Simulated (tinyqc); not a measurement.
# MOSFET with velocity saturation and source resistance: what changes with what

Strong inversion, charge Q = Cox (Vg - m V) at channel potential V with Vg the gate overdrive, and drift velocity v = mu E/(1 + mu E/vsat). Integrating along the channel gives I = mu Cox (1/L)(Vg Vd - m Vd^2/2)/(1 + Vd/Vc) per width, Vc = vsat L/mu, which peaks at Vdsat. Units: I in uA/um, Rs in ohm um, so the drop over Rs is 1e-6 I Rs volts.

Parameters, values chosen for the exercise: gate capacitance Cox = 0.62 uF/cm^2; mobility at low gate voltage mu0 = 480 cm^2/(V s); mobility degradation th = 0.6 1/V; saturation velocity vsat = 8.9e6 cm/s; body factor m = 1.17; threshold VT = 0.31 V; channel length L = 0.1 um; source resistance Rs = 50 ohm um; gate voltage Vgs = 1.5 V.

Each table varies one quantity; the others keep the values above.

## Effect of the channel length

Vg = Vgs - I Rs - VT (0 if negative), mu = mu0/(1 + th Vg), Vc = vsat L/mu, x = sqrt(1 + 2 Vg/(m Vc)), Vdsat = 2 Vg/(m (1 + x)), Isat = Cox vsat Vg (x - 1)/(x + 1) per width. I = Isat is solved self-consistently; gm = dI/dVgs; Vdsat is the intrinsic value. The velocity at the source is I/(Cox Vg).

Effect of the channel length:
```
L (um)	Vc (V)	Vdsat (V)	Isat (uA/um)	gm (uS/um)	velocity at the source/vsat
0.03	0.09464	0.3504	418.8	395.1	0.6493
0.057	0.1800	0.4469	358.2	350.9	0.5539
0.11	0.3478	0.5577	288.6	296.4	0.4450
0.2	0.6331	0.6617	223.3	240.7	0.3432
0.39	1.236	0.7704	155.0	176.8	0.2376
0.73	2.316	0.8549	101.9	121.9	0.1558
1.4	4.444	0.9194	61.39	76.46	0.09373
2.6	8.258	0.9598	36.01	46.05	0.05492
5	15.88	0.9857	19.74	25.70	0.03009
```

Read the table: what changes, and by how much?

As L goes from 0.03 to 5 um, Isat falls from 419 to 19.7 uA/um, Vdsat rises from 0.350 to 0.986 V and gm falls from 395 to 25.7 uS/um; the velocity at the source goes from 0.65 to 0.030 of vsat. Isat goes as L^(-0.24) between the first two rows and as L^(-0.92) between the last two. For L = 0.03 to 0.057 um the channel is so short that velocity overshoot and near-ballistic transport, left out here, matter.

## Effect of the saturation velocity

Same model as above.

Effect of the saturation velocity:
```
vsat (cm/s)	Vc (V)	Vdsat (V)	Isat (uA/um)	gm (uS/um)	velocity at the source/vsat
4e6	0.1424	0.4124	173.3	167.3	0.5915
5.6e6	0.1992	0.4650	220.5	217.4	0.5386
7.8e6	0.2772	0.5192	275.1	277.7	0.4836
1.1e7	0.3905	0.5767	339.8	352.0	0.4248
1.5e7	0.5318	0.6285	404.1	429.0	0.3714
2.1e7	0.7436	0.6830	477.8	521.5	0.3147
3e7	1.061	0.7372	557.4	626.1	0.2579
```

As vsat goes from 4e6 to 3e7 cm/s, Isat rises from 173 to 557 uA/um, Vdsat rises from 0.412 to 0.737 V and gm rises from 167 to 626 uS/um; the velocity at the source goes from 0.59 to 0.26 of vsat. Isat goes as vsat^(0.72) between the first two rows and as vsat^(0.43) between the last two.

## Effect of the mobility at low gate voltage

Same model as above.

Effect of the mobility at low gate voltage:
```
mu0 (cm^2/(V s))	Vc (V)	Vdsat (V)	Isat (uA/um)	gm (uS/um)	velocity at the source/vsat
50	3.046	0.8850	82.99	101.2	0.1268
81	1.879	0.8291	118.1	139.2	0.1807
130	1.170	0.7621	160.2	181.9	0.2456
210	0.7238	0.6845	209.0	227.8	0.3211
350	0.4338	0.5962	264.5	276.3	0.4073
570	0.2661	0.5117	317.5	319.6	0.4901
920	0.1647	0.4328	367.1	357.5	0.5678
1500	0.1010	0.3595	413.2	391.1	0.6403
```

Read the table: what changes, and by how much?

As mu0 goes from 50 to 1500 cm^2/(V s), Isat rises from 83.0 to 413 uA/um, Vdsat falls from 0.885 to 0.359 V and gm rises from 101 to 391 uS/um; the velocity at the source goes from 0.13 to 0.64 of vsat. Isat goes as mu0^(0.73) between the first two rows and as mu0^(0.24) between the last two.

tinyqc, about 0.01 s, one thread, Intel Xeon 2.30GHz (shared host): `OMP_NUM_THREADS=1 python tinyqc.py 2500144 2500145 out.jsonl`
